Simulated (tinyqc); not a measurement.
MOS structure on a p-type body, non-linear Poisson equation by Newton steps: effect of the insulator thickness on threshold, swing and body effect.

One dimension, insulator interface at x = 0, acceptor density Na, uniform, net doping C = -(acceptor density). psi is counted from the intrinsic level: n = ni exp((psi - Vb)/Vt), p = ni exp(-psi/Vt); deep in the body psi_b = -Vt ln(Na/ni). The gate acts through Cox = eps0 eox/tox and has the potential psi_G = Vg - (phiM - chi - Vt ln(Nc/ni)). Boltzmann statistics, full ionisation, classical densities, no oxide or interface charge.

ni = sqrt(Nc Nv) exp(-Eg/(2 Vt)), Eg in volts. The Poisson equation d/dx(eps0 eps_r dpsi/dx) = -q (p - n + C), with eps0 eps_r dpsi/dx = -Cox (psi_G - psi_0) at x = 0, is solved on a mesh of about 600 nodes or more. N_inv is the integral of n less its value deep in the body. VT is the Vg at which N_inv = 2e11 cm^-2. m = 1/(dpsi_0/dVg) at N_inv = 1e8 cm^-2; the swing is the Vg between N_inv = 1e8 and 1e9 cm^-2; body coefficient [VT(Vb + 0.05 V) - VT(Vb)]/0.05 V - 1.

Parameters, values chosen for the exercise; band and dielectric values close to those of silicon: temperature T = 300 K; band gap Eg = 1.13 eV; relative permittivity eps_r = 11.9; conduction-band density of states at T Nc = 2.77e19 cm^-3; valence-band density of states at T Nv = 2.61e19 cm^-3; electron affinity chi = 4.11 eV; acceptor density deep in the body Na = 5e16 cm^-3; relative permittivity of the gate insulator (close to silicon dioxide) eox = 3.9; gate work function phiM = 4.58 eV; electron quasi-Fermi potential against the body Vb = 1.1 V.

Constants: q = 1.602176634e-19 C, kB = 1.380649e-23 J/K, Vt = kB T/q, eps0 = 8.8541878128e-14 F/cm where lengths are in cm. Results are converted to the units shown.

The same in every row: psi_0 - psi_b at VT (V) = 1.99.

Effect of the insulator thickness on threshold, swing and body effect:

| tox (nm) | VT (V) | m - 1 | swing (mV/decade) | body coefficient |
|---|---|---|---|---|
| 1.2 | 1.57 | 0.0172 | 61.0 | 0.0222 |
| 1.8 | 1.61 | 0.0258 | 61.6 | 0.0303 |
| 2.7 | 1.66 | 0.0387 | 62.4 | 0.0424 |
| 4 | 1.74 | 0.0573 | 63.5 | 0.0599 |
| 5.8 | 1.85 | 0.0831 | 65.1 | 0.0841 |
| 8.5 | 2.02 | 0.122 | 67.5 | 0.120 |
| 12 | 2.24 | 0.172 | 70.6 | 0.167 |

What does the comparison show?

As tox goes from 1.2 to 12, VT rises from 1.57 to 2.24 V, the swing rises from 61.0 to 70.6 mV/decade and the body coefficient rises from 0.0222 to 0.167. The swing stays within 1.2 % of m Vt ln 10, and the body coefficient within 0.0050 of m - 1.

tinyqc, about 0.3 s, one thread, Intel Xeon 2.30GHz (shared host): `OMP_NUM_THREADS=1 python tinyqc.py 2080089 2080090 out.jsonl`
